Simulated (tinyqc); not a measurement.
Threshold-voltage variability of a planar MOSFET, analytic estimates: two steps of the calculation.

Three independent sources add in quadrature: random dopants in the depleted layer, metal-gate grains of two orientations, and roughness of the two gate edges acting through the roll-off VT = VT(long) - Vr exp(-L/l). These are first-order estimates: no three-dimensional electrostatics, no percolation.

Values chosen for this exercise; material values close to those of germanium:
```
symbol      value   unit                                     meaning
T             250      K                                 temperature
Eg          0.648     eV                                    band gap
eps_r        15.8         relative permittivity of the semiconductor
Nc        7.91e18  cm^-3      conduction-band density of states at T
Nv        4.61e18  cm^-3         valence-band density of states at T
Na         1.7e18  cm^-3                              channel doping
ti            1.1     nm     oxide-equivalent thickness in inversion
L              20     nm                                 gate length
W              85     nm                                  gate width
Nb      268435456                                    number of cells
Y           0.999                                       wanted yield
```

Constants: q = 1.602176634e-19 C, kB = 1.380649e-23 J/K, Vt = kB T/q, eps0 = 8.8541878128e-14 F/cm where lengths are in cm. Results are converted to the units shown.

Problem 1. Random dopants. ni = sqrt(Nc Nv) exp(-Eg/(2 Vt)), Eg in volts; Cox = 3.9 eps0/ti; Wd = sqrt(4 eps0 eps_r Vt ln(Na/ni)/(q Na)); dopants: s1 = (q/Cox) sqrt(Na Wd/(3 L W)). The slope A1 = s1 sqrt(L W); mean number of dopants Na L W Wd.

Give: Cox; Wd; mean number of dopants; A1; s1.

Solution 1.

Cox = 3.1392 uF/cm^2
Wd = 24.689 nm
mean number of dopants = 71.352
A1 = 0.60368 mV um
s1 = 14.641 mV

Counting alone, 1/sqrt(N) of the depletion voltage q Na Wd/Cox = 214 mV, would give sqrt(3) times more: dopants deep in the layer act less on the surface.

Problem 2. Margin in standard deviations for the wanted yield. Cells fail independently with probability Q(k) = erfc(k/sqrt(2))/2 when the margin is k standard deviations, and Y = exp(-Nb Q(k)). phi = exp(-k^2/2)/sqrt(2 pi). Newton steps on ln Q(k) = ln(-ln(Y)/Nb): k(new) = k + [ln Q - ln(-ln(Y)/Nb)] Q/phi.

k at the start = 4

Wanted: Q(k); phi; k after iteration 1.

Solution 2.

Q(k) = 3.167e-5
phi = 1.338e-4
k after iteration 1 = 7.776

Program tinyqc, `OMP_NUM_THREADS=1 python tinyqc.py 2090081 2090082 out.jsonl`; Intel Xeon 2.30GHz, shared host, one thread, about 0.01 s.
